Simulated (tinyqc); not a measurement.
Field from the level spacing.

Inverse problem. In a triangular well E_k = a_k (C F^2/mz1)^(1/3), a_1 = 2.338107, a_2 = 4.087949, C = hbar^2/(2 m0), F in eV/nm (1 MV/cm = 0.1 eV/nm). Find F, E_1, the mean distance 2 E_1/(3 F) of the lowest level and the sheet charge eps0 eps_r F/q behind such a field.

Values chosen for this exercise:
```
symbol,value,unit,meaning
eps_r,15.7,,relative permittivity
mz1,0.121,m0,mass along z of valley set A (4 valley(s))
```

Constants: q = 1.602176634e-19 C, hbar = 1.054571817e-34 J s, m0 = 9.1093837015e-31 kg, eps0 = 8.8541878128e-14 F/cm where lengths are in cm, hbar^2/(2 m0) = 0.0380998212 eV nm^2. Results are converted to the units shown.

spacing of the two lowest levels = 228.33066 meV

Answer. The spacing over a_2 - a_1 is the energy scale (C F^2/mz1)^(1/3), which gives F.

F = 0.840 MV/cm
E_1 = 305 meV
mean distance = 2.42 nm
sheet charge over q = 7.29e12 cm^-2

tinyqc, about 0.7 s, one thread, Intel Xeon 2.30GHz (shared host): `OMP_NUM_THREADS=1 python tinyqc.py 2160088 2160089 out.jsonl`
